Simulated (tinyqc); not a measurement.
Which input was changed? Model: Raman shift of the zone-centre optical phonon of a diamond-structure crystal under stress. Computed by tinyqc, a small Python program. Command: `OMP_NUM_THREADS=1 python tinyqc.py 3012388 3012389 out.jsonl ramanstress which`. One thread of a shared host (Intel(R) Xeon(R) Processor @ 2.30GHz), about 0.05 s of CPU time with the checks.

Axes x, y, z are the cube axes. Strain shifts the threefold optical mode and can split it; p, q and r are the phonon deformation potentials.

Inputs (values chosen for the exercise, modelled on germanium):

| quantity | value | unit |
|---|---|---|
| unstrained frequency omega_0 | 300.4 | 1/cm |
| p/omega_0^2 | -1.45 | - |
| q/omega_0^2 | -2 | - |
| r/omega_0^2 | -1.12 | - |
| C11 | 126.8 | GPa |
| C12 | 48.71 | GPa |
| C44 | 65.87 | GPa |
| stress sigma (tension positive) | -0.27 | GPa |
| polarisation angle phi | 75 | degree |
| temperature coefficient d omega/dT | -0.015 | 1/(cm K) |
| local temperature T | 400 | K |
| laser wavelength | 632.8 | nm |

Stress state: uniaxial. Axis: [210].

Constants: h = 6.62607015e-34 J s; c = 299792458 m/s; k_B = 1.380649e-23 J/K.

Method:
- S11 = (C11 + C12)/D, S12 = -C12/D, D = (C11 - C12)(C11 + 2 C12), S44 = 1/C44.
- Uniaxial stress along the unit vector n of the axis: sigma_ij = sigma n_i n_j.
- eps_xx = S11 sigma_xx + S12 (sigma_yy + sigma_zz), and cyclic; eps_xy = S44 sigma_xy/2 (tensor strain).
- Secular matrix: M_xx = p eps_xx + q (eps_yy + eps_zz), M_xy = 2 r eps_xy; its eigenvalues are omega^2 - omega_0^2, and the shifts are these over 2 omega_0.
- gamma = -(p + 2q)/(6 omega_0^2); the mean of the three shifts is -gamma omega_0 x (volume strain).
- Backscattering from a (001) surface: incident polarisation (cos phi, sin phi, 0). With Raman tensors (R_z)_xy = (R_z)_yx = 1 and cyclic, only the z component u_z of a mode counts: I = u_z^2 sin^2(2 phi) for parallel and u_z^2 cos^2(2 phi) for crossed polarisers. An unresolved line sits at the intensity-weighted shift, which is M_zz/(2 omega_0).
- A temperature above 300 K shifts the line by (d omega/dT)(T - 300 K); divided by the shift per stress it poses as a stress; the total shift adds it to the shift of the observed line. The anti-Stokes to Stokes ratio is [(omega_L + omega_0)/(omega_L - omega_0)]^3 exp(-h c omega_0/(k_B T)) in photon counts, omega_L = 1/wavelength, resonance effects left out.

Task: One of these inputs alone was changed, within the range given: p/omega_0^2 (-2.9 to -0.725); C12 (24.36 to 97.42); stress sigma (tension positive) (-0.54 to -0.135); local temperature T (250 to 800). Which one, and to what value?

Results:

| run | mean shift (1/cm) | total shift (1/cm) | anti-Stokes/Stokes ratio |
|---|---|---|---|
| before | 0.3285751 | -1.076216 | 0.3804305 |
| after | 0.3590307 | -1.056096 | 0.3804305 |

Result:

Each candidate set to reproduce mean shift, and what it then gives:

| candidate | range searched | value needed | total shift (1/cm) | anti-Stokes/Stokes ratio |
|---|---|---|---|---|
| p/omega_0^2 | -2.9 to -0.725 | -1.955 | -1.1332 | 0.38043 |
| C12 (GPa) | 24.36 to 97.42 | 39.20 | -1.0561 | 0.38043 |
| stress sigma (tension positive) (GPa) | -0.54 to -0.135 | -0.2950 | -1.0369 | 0.38043 |
| local temperature T (K) | 250 to 800 | no effect | - | - |

Only C12 fits every result: it went from 48.71 to 39.2 GPa. The next best candidate, stress sigma (tension positive), misses one result by 1.8 %.
